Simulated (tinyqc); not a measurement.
Long-channel MOSFET, surface-potential model: one step of the calculation.

n-channel transistor on a uniformly doped p-type body, gradual-channel approximation, constant mobility, Boltzmann statistics, full ionisation. Potentials are counted from the neutral body; V is the electron quasi-Fermi potential, Vsb at the source and Vsb + Vds at the drain. Charges are magnitudes per area.

Task. Surface potential at the source by Newton steps. With V = Vsb: G = psi - Vt + Vt e, e = exp((psi - 2 phiF - Vsb)/Vt); f = Vgs + Vsb - Vfb - psi - gamma sqrt(G); f' = -1 - gamma (1 + e)/(2 sqrt(G)); psi(new) = psi - f/f'.

Values chosen for this exercise; material values close to those of 4H silicon carbide:
- T = 350 K (temperature)
- Vfb = -1.9 V (flat-band voltage)
- Vsb = 0 V (source-body reverse bias)
- Vgs = 4.97 V (gate-source voltage)

Constants: q = 1.602176634e-19 C, kB = 1.380649e-23 J/K, Vt = kB T/q. Results are converted to the units shown.

psi after iteration 1 = 3.1677064 V
phiF = 1.5354726 V
gamma = 2.0610004 V^0.5

Find: G; f; f'; psi after iteration 2.

Result.

G = 3.884 V
f = -0.3593 V
f' = -14.46
psi after iteration 2 = 3.143 V

Program tinyqc, `OMP_NUM_THREADS=1 python tinyqc.py 2360089 2360090 out.jsonl`; Intel Xeon 2.30GHz, shared host, one thread, about 0.04 s.
